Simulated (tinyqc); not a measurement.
# Undoped gate-all-around wire MOSFET, analytic charge model: effects of single changes

An undoped round wire of radius R under an insulator shell and a surrounding gate; long channel, electrons only, n = ni exp((psi - V)/Vt) with V the quasi-Fermi potential (0 at the source, Vd at the drain), constant mobility, no quantisation. The radial Poisson equation gives n(r) = n(0)/(1 - (1 - b) r^2/R^2)^2 with b = Q0/(Q + Q0). Q is the electron charge per area of the wire surface.

Inputs (values chosen for the exercise); material values those of a made-up semiconductor:
- T = 350 K (temperature)
- Eg = 1.41 eV (band gap)
- eps_r = 14.3 (relative permittivity of the semiconductor)
- Nc = 3.06e19 cm^-3 (conduction-band density of states at T)
- Nv = 4.25e19 cm^-3 (valence-band density of states at T)
- eox = 8.57 (relative permittivity of the gate insulator)
- tox = 1.7 nm (insulator thickness)
- R = 20 nm (wire radius)
- dphi = 0.14 V (gate work function less that of the intrinsic body)
- mu = 360 cm^2/(V s) (channel mobility)
- L = 0.2 um (gate length)
- Vd = 0.3 V (drain voltage)

Constants: q = 1.602176634e-19 C, kB = 1.380649e-23 J/K, Vt = kB T/q, eps0 = 8.8541878128e-14 F/cm where lengths are in cm. Results are converted to the units shown.

Each table varies one quantity; the others keep the values above.

## Effect of the wire radius

ni = sqrt(Nc Nv) exp(-Eg/(2 Vt)), Eg in volts; Cox = eps0 eox/(R ln(1 + tox/R)); Q0 = 4 eps0 eps_r Vt/R; V0 = dphi + Vt ln[8 eps0 eps_r Vt/(q ni R^2)]. Q solves Vg - V0 - V = Q/Cox + Vt ln(Q/Q0) + Vt ln(1 + Q/Q0). I = mu (2 pi R/L)[2 Vt (Qs - Qd) + (Qs^2 - Qd^2)/(2 Cox) + Vt Q0 ln((Qd + Q0)/(Qs + Q0))], with Qs at V = 0 and Qd at V = Vd.  I(low) is taken at Vg = 0.46 V, Qs and I(high) at Vg = 1.21 V.

Result of one run:

| R (nm) | V0 (V) | I(low) (nA) | Qs(high) (nC/cm^2) | I(high) (uA) |
|---|---|---|---|---|
| 9.3 | 0.7607 | 0.02437 | 1517 | 29.56 |

What becomes of these results when the wire radius R is changed from 9.3 to 18 nm, all else the same?

Result of the changed run:

| R (nm) | V0 (V) | I(low) (nA) | Qs(high) (nC/cm^2) | I(high) (uA) |
|---|---|---|---|---|
| 18 | 0.7209 | 0.09127 | 1473 | 56.00 |

The whole series:

| R (nm) | V0 (V) | I(low) (nA) | Qs(high) (nC/cm^2) | I(high) (uA) |
|---|---|---|---|---|
| 6.7 | 0.7805 | 0.01265 | 1551 | 21.65 |
| 9.3 | 0.7607 | 0.02437 | 1517 | 29.56 |
| 13 | 0.7405 | 0.04761 | 1491 | 40.81 |
| 18 | 0.7209 | 0.09127 | 1473 | 56.00 |
| 26 | 0.6987 | 0.1904 | 1458 | 80.30 |
| 36 | 0.6791 | 0.3650 | 1449 | 110.7 |
| 50 | 0.6592 | 0.7038 | 1442 | 153.2 |

As R goes from 6.7 to 50 nm, I(low) rises from 0.0126 to 0.704 nA and I(high) rises from 21.6 to 153 uA. On average I(low) goes as R^(2.00) and I(high) goes as R^(0.97). Below threshold the charge is proportional to the cross-section of the body; above it the insulator sets the charge. In every row the surface density at the source at the higher gate voltage passes 0.3 Nc, where Boltzmann statistics fail. In every row mu V/L at the higher gate voltage, with V the smaller of Vd and Vg - V0, passes 3e6 cm/s, so velocity saturation would lower the current. At R = 50 nm L is under three scale lengths of this cross-section, so short-channel effects, left out here, would raise the subthreshold current.

## Effect of the gate work function less that of the intrinsic body

Same model as above.

Effect of the gate work function less that of the intrinsic body:

| dphi (V) | V0 (V) | I(low) (nA) | Qs(high) (nC/cm^2) | I(high) (uA) |
|---|---|---|---|---|
| -0.01 | 0.5645 | 15.91 | 2071 | 100.0 |
| 0.04 | 0.6145 | 3.089 | 1867 | 86.98 |
| 0.09 | 0.6645 | 0.5909 | 1666 | 74.29 |
| 0.14 | 0.7145 | 0.1127 | 1468 | 62.07 |
| 0.19 | 0.7645 | 0.02147 | 1274 | 50.46 |
| 0.24 | 0.8145 | 0.004092 | 1085 | 39.64 |
| 0.29 | 0.8645 | 7.798e-4 | 902.5 | 29.82 |

What does the table show?

As dphi goes from -0.01 to 0.29 V, I(low) falls from 15.9 to 7.80e-4 nA and I(high) falls from 100 to 29.8 uA. V0 rises from 0.565 to 0.865 V. In every row the surface density at the source at the higher gate voltage passes 0.3 Nc, where Boltzmann statistics fail. In every row mu V/L at the higher gate voltage, with V the smaller of Vd and Vg - V0, passes 3e6 cm/s, so velocity saturation would lower the current.

## Output curve

Same model as above.

I = mu (2 pi R/L)[2 Vt (Qs - Qd) + (Qs^2 - Qd^2)/(2 Cox) + Vt Q0 ln((Qd + Q0)/(Qs + Q0))], with Qs at V = 0 and Qd at V = Vd.

In this table Vg = 1.01 V.

Output curve:

| Vd (V) | Qd (nC/cm^2) | Qd/Qs | I (uA) |
|---|---|---|---|
| 0.06 | 531.87 | 0.73083 | 8.5281 |
| 0.11 | 384.06 | 0.52772 | 13.692 |
| 0.16 | 255.05 | 0.35046 | 17.286 |
| 0.21 | 150.18 | 0.20635 | 19.552 |
| 0.27 | 62.558 | 0.085960 | 20.946 |
| 0.32 | 22.347 | 0.030706 | 21.400 |
| 0.37 | 5.7607 | 0.0079157 | 21.542 |
| 0.42 | 1.2007 | 0.0016499 | 21.575 |
| 0.47 | 0.23330 | 3.2057e-4 | 21.582 |

What does the comparison show?

The current rises from 8.53 to 21.6 uA, while the charge at the drain end falls from 0.73 to 3.2e-4 of that at the source. The current first comes within 1 % of its last value at Vd = 0.32 V among the rows. Over the last rows Qd falls by a factor of e for each Vt of drain voltage: the drain end is in weak inversion. In every row the surface density at the source passes 0.3 Nc, where Boltzmann statistics fail. For Vd = 0.21 to 0.47 V mu V/L, with V the smaller of Vd and Vg - V0, passes 3e6 cm/s, so velocity saturation would lower the current.

Program tinyqc, `OMP_NUM_THREADS=1 python tinyqc.py 2460059 2460060 out.jsonl`; Intel Xeon 2.30GHz, shared host, one thread, about 0.02 s.
